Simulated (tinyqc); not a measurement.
Comparisons within one model: gated graphene: carriers, quantum capacitance and optical conductivity. A value that a table varies takes the place of the one given here.

Cones E = +/- hv |k|, four flavours, D(E) = 2|E|/(pi hv^2). n = (2/pi)(kT/hv)^2 F_1(mu/kT), p = (2/pi)(kT/hv)^2 F_1(-mu/kT), in 1/angstrom^2 (1e16 for 1/cm^2); F_1(eta) = integral_0^infinity x dx/(1 + exp(x - eta)). Cq/e^2 = d(n - p)/d mu = (2 kT/(pi hv^2)) ln(2 + 2 cosh(mu/kT)).

Gate: V = mu/e + e (n - p)/Cox with Cox/e^2 = k/(4 pi e2 t), t in angstrom, e2 = e^2/(4 pi eps0); 1/(eV angstrom^2) in C/e^2 equals 1602.176634 microfarad/cm^2; total 1/C = 1/Cox + 1/Cq.

Conductivity over sigma0 = e^2/(4 hbar): interband Re = sinh(E/2kT)/(cosh(mu/kT) + cosh(E/2kT)); intraband Re = (8 kT/pi) ln(2 cosh(mu/2kT)) Gm/(E^2 + Gm^2). A free sheet absorbs about pi alpha_f Re(sigma/sigma0), alpha_f the fine-structure constant (alpha among the constants).

Constants: kB = 8.617333262e-05 eV/K; e^2/(4 pi eps0) = 14.39964547 eV angstrom; fine-structure constant alpha = 0.007297352564.

Values chosen for the exercise (Fermi velocity near that of graphene, gate dielectric near SiO2; shifted at random, so the results belong to these values and not to a real crystal):
```
symbol  value  unit         meaning
hv      6.72   eV angstrom  hbar vF
T       300    K
k       4.03                dielectric constant of the gate layer
t       30     nm           its thickness
Gm      5      meV          intraband damping
V       1.86   V            gate voltage from the neutrality point
```

## Gate sweep

Results:
```
V (V)  mu (eV)  n - p (1/cm^2)  n + p (1/cm^2)  Cq (microfarad/cm^2)  C/Cox  Cox V/e (1/cm^2)
0       0.0000               0        1.55e+11                 0.809  0.872                 0
0.056   0.0071        3.63e+10        1.59e+11                 0.821  0.873          4.16e+10
0.15    0.0187        9.75e+10        1.80e+11                 0.884  0.881          1.11e+11
0.37    0.0420        2.44e+11        2.79e+11                  1.16  0.907          2.75e+11
0.74    0.0708        4.97e+11        5.09e+11                  1.67  0.934          5.49e+11
1.3     0.1023        8.89e+11        8.93e+11                  2.33  0.951          9.65e+11
1.9     0.1284        1.32e+12        1.32e+12                  2.91  0.961          1.41e+12
2.8     0.1600        1.96e+12        1.96e+12                  3.62  0.968          2.08e+12
4.1     0.1972        2.90e+12        2.90e+12                  4.46  0.974          3.04e+12
```

At neutrality n + p = 1.55e+11 1/cm^2 of thermal carriers remain and C/Cox = 0.872; at the last row C/Cox = 0.974 and the plain capacitor rule overstates n - p by 5.1 %. Between the last two rows mu goes as V^0.55; for |mu| well above kT the limits are 1/2 where Cox is small against Cq and 1 where it is large.

## Absorption spectrum

mu = 0.12679 eV

Results:
```
E (eV)  interband  intraband  absorption (%)
0.025      0.0073     1.2455           2.872
0.051      0.0167     0.3083           0.745
0.089      0.0385     0.1019           0.322
0.127      0.0789     0.0501           0.296
0.178      0.1880     0.0255           0.489
0.216      0.3258     0.0173           0.787
0.254      0.5020     0.0125           1.180
0.292      0.6777     0.0095           1.575
0.330      0.8143     0.0074           1.884
0.406      0.9502     0.0049           2.190
0.507      0.9926     0.0031           2.283
0.761      0.9999     0.0014           2.296
```

The edge lies at 2|mu| = 0.254 eV and, for |mu| above about 3 kT (here 4.9), rises from 10 % to 90 % over about 8.8 kT = 0.227 eV. The absorption is lowest, 0.296 %, at 0.127 eV of those listed, between the Drude tail and the edge; at the last row it is 2.296 % against pi alpha_f = 2.293 %. The thin-sheet formula fails where the absorption is large, and trigonal warping matters above about 1.5 eV.

## What moves the Fermi level

All results formed anew. Each row changes one parameter from the base and keeps the others.

Results:
```
case                   mu (eV)  n - p (1/cm^2)   C/Cox
base                    0.1268       1.287e+12  0.9602
V = 2.418 V             0.1474       1.686e+12  0.9655
t = 21 nm               0.1533       1.810e+12  0.9533
k = 4.84                0.1399       1.534e+12  0.9568
hv = 7.39 eV angstrom   0.1404       1.277e+12  0.9567
T = 400 K               0.1206       1.291e+12  0.9588
```

The largest shifts from the base row, up to three for each result and ties (the steps differ in size, so this ranks the rows, not the parameters). mu (eV): t +0.0265, V +0.0206, hv +0.0136. n - p (1/cm^2): t +5.23e+11, V +3.99e+11, k +2.47e+11. C/Cox: t -0.0070, V +0.0053, hv -0.0036.

Program tinyqc; command `OMP_NUM_THREADS=1 python tinyqc.py 1651732 1651733 out.jsonl`; about 0.01 s on one thread of a shared Intel(R) Xeon(R) Processor @ 2.30GHz.
